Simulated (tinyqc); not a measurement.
Classical nucleation, growth and JMAK kinetics of crystallisation from a melt or glass: one step, computed by the program tinyqc.

A spherical nucleus cap on a flat wall with a sharp interface of isotropic energy gamma; lambda = Omega^(1/3) is the jump distance.

Problem. Steady nucleation rate. Driving force per volume: dG = H [(T_m - T)/T_m] [2 T/(T_m + T)]. Shape factor f = (2 + cos theta)(1 - cos theta)^2/4. W(r) = f [4 pi r^2 gamma - (4/3) pi r^3 dG]; r* = 2 gamma/dG; W* = f 16 pi gamma^3/(3 dG^2); n* = f (4/3) pi r*^3/Omega. D = D0 exp(-Q/(k_B T)); attachment rate k+ = (A*/lambda^2) D/lambda^2 with A* = 2 pi r*^2 (1 - cos theta); Zeldovich factor Z = sqrt(W*/(3 pi k_B T))/n*; sites per volume N = S_v/lambda^2; I = N Z k+ exp(-W*/(k_B T)); lag time = 1/(4 pi Z^2 k+).

Inputs (values chosen for the exercise, for a model substance):

| quantity | value | unit |
|---|---|---|
| melting point T_m | 1570 | K |
| heat of melting per volume H | 4780 | J/cm^3 |
| interface energy gamma | 0.426 | J/m^2 |
| atomic volume Omega | 15.6 | angstrom^3 |
| temperature T | 919 | K |
| diffusion prefactor D0 | 3.7e-05 | m^2/s |
| activation energy Q | 2.64 | eV |
| contact angle theta | 85 | degrees |
| wall area per volume S_v | 1.6e+06 | 1/m |

Nucleation: on a flat wall. Driving force: Thompson-Spaepen.

Constants: k_B = 8.617333262e-05 eV/K; k_B = 1.380649e-23 J/K.

Give: diffusivity D; attachment rate k+; Zeldovich factor Z; sites N; nucleation rate I; lag time.

Solution.

diffusivity D = 1.2317e-19 m^2/s

attachment rate k+ = 61.412 1/s

Zeldovich factor Z = 0.064385

sites N = 2.5627e+25 1/m^3

nucleation rate I = 1.0158e+17 1/(m^3 s)

lag time = 0.31258 s
